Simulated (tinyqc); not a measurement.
Vacuum evaporation: vapour pressure, source flux, thickness distribution, purity and step coverage: one step, computed by the program tinyqc. Command: `OMP_NUM_THREADS=1 python tinyqc.py 3111891 3111892 out.jsonl evap walk`. One thread of a shared host (Intel(R) Xeon(R) Processor @ 2.30GHz), about 0.01 s of CPU time with the checks.

Molecular flow, unit sticking of the metal, no re-evaporation. The background gas is taken as water vapour (18.015 g/mol, collision diameter 0.37 nm) at 300 K.

Problem. Offset source and rotation. Rotating wafer, source offset by s and facing upwards: thickness at radius r is the mean over the angle a of (1 + (r^2 + s^2 - 2 r s cos a)/h^2)^(-(n + 3)/2), by 360 equal steps; non-uniformity (max - min)/(max + min) over 21 radii from 0 to R.

Inputs (values chosen for the exercise, modelled on indium, with constants for the liquid): directionality n = 1; source-to-wafer distance h = 49 cm; wafer radius R = 2.5 cm; source offset from the axis s/h = 0.45.

Give: centre thickness relative to an axial source; edge over centre, rotating; non-uniformity, rotating.

Solution.

centre thickness relative to an axial source = 0.6916

edge over centre, rotating = 0.9979

non-uniformity, rotating = 0.1073 %
